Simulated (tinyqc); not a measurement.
Stress in a transistor channel from embedded alloy regions, liners and fins, by half-space elasticity: one step, computed by the program tinyqc. Command: `OMP_NUM_THREADS=1 python tinyqc.py 3024737 3024738 out.jsonl stressor walk`. One thread of a shared host (Intel(R) Xeon(R) Processor @ 2.30GHz), about 0.01 s of CPU time with the checks.

Plane strain in an isotropic half-space, the same constants everywhere; x along the channel from its centre, y downwards from the free surface; stress is positive in tension.

Task: A stressed liner, as two edge forces. The liner over source and drain ends at the gate, x = -/+ L/2, and pulls there with the force per width F = (liner stress) t along the surface. A tangential line force gives s_xx = (2 F/pi) X^3/(X^2 + y^2)^2 at the distance X; two of them add at the centre, X = L/2. For L > 3.5 y the concentrated force is an upper bound.

Inputs (values chosen for the exercise, modelled on silicon):
```
quantity                    value  unit
channel length L              108    nm
depth of the field point y    5.4    nm
liner stress                 -1.8   GPa
liner thickness t              35    nm
```

Give: edge force F; s_xx from the liner.

Result:

edge force F = -63 N/m

s_xx from the liner = -1456.2 MPa

Caution: the real force is spread over several liner thicknesses, so for a channel this short the concentrated force clearly overstates the stress.
